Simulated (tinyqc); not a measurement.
# Trap density from one capacitance

Inverse problem. Traps spread evenly through the insulator exchange electrons with the semiconductor by tunnelling, with tau(x) = t0 exp(2 ka x) at depth x from the interface. The admittance per area Y seen at depth x obeys dY/dx = -Y^2/(i w eps0 eox) + q Nb ln(1 + i w tau)/tau, with Y(0) = i w Cs and w = 2 pi f; the gate sees Y(tox) = G + i w C. Working variable y = Y/(i w), in uF/cm^2. Cox = eps0 eox/tox. Find Nb and G/w.

Values chosen for this exercise: relative permittivity of the insulator eox = 8.69; insulator thickness tox = 4.7 nm; semiconductor capacitance in accumulation Cs = 6.2 uF/cm^2; decay constant of the wave function in the insulator ka = 6.3 1/nm; time constant of a trap at the interface t0 = 1e-10 s; frequency f = 1000 Hz.

Constants: q = 1.602176634e-19 C, eps0 = 8.8541878128e-14 F/cm where lengths are in cm. Results are converted to the units shown.

C = 1.3032529 uF/cm^2

Answer. C rises steadily with Nb, so one density matches; in practice ka and t0 must come from the frequency dependence.

Nb = 4.20e18 cm^-3 eV^-1
G/w = 0.00141 uF/cm^2

Computed by the program tinyqc: `OMP_NUM_THREADS=1 python tinyqc.py 2202197 2202198 out.jsonl`, one thread of a shared Intel Xeon 2.30GHz, about 0.4 s for the whole run.
